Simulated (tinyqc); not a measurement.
Haynes-Shockley experiment: drift, diffusion and decay of a minority-carrier pulse: one step, computed by the program tinyqc.

A thin sheet of excess carriers is made at x = 0, t = 0 in a long uniform bar; injection is low, so the pulse moves with the minority mobility.

Task: The signal at the collector. dn(x, t) = N0/sqrt(4 pi D t) exp(-(x - v t)^2/(4 D t) - t/tau). At fixed x the signal peaks where d ln(dn)/dt = 0: a t^2 + t/2 - x^2/(4 D) = 0 with a = v^2/(4 D) + 1/tau. The full width at half maximum is found by solving dn(x, t) = peak/2 on both sides of the peak.

Inputs (values chosen for the exercise, modelled on holes in n-type germanium in a lightly doped bar):
```
quantity                       value         unit
lifetime tau                     170  microsecond
temperature T                    300            K
distance d to the collector     0.25           cm
injected sheet density N0    3.2e+09       1/cm^2
```

drift velocity v = 13013 cm/s

D = 43.68988 cm^2/s

Give: time of the peak t_p; peak density; width at half maximum.

Result:

time of the peak t_p = 18.90 microsecond

peak density = 2.797e+10 1/cm^3

width at half maximum = 7.316 microsecond
